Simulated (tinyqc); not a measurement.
UHF in the 3-21g basis, for H2, spin multiplicity 1, step by step. One step of it, computed by the program tinyqc.

Problem. Iteration 2: DIIS coefficients. Solve [B -1; -1 0][c; lambda] = [0; -1] for the coefficients, which sum to one.

B (overlaps of the stored error matrices):
```
               1              2
1  1.7781910e-02  3.1174237e-03
2  3.1174237e-03  5.7117937e-04
```

Give: DIIS coefficients.

Solution.

DIIS coefficients: -0.210  1.210
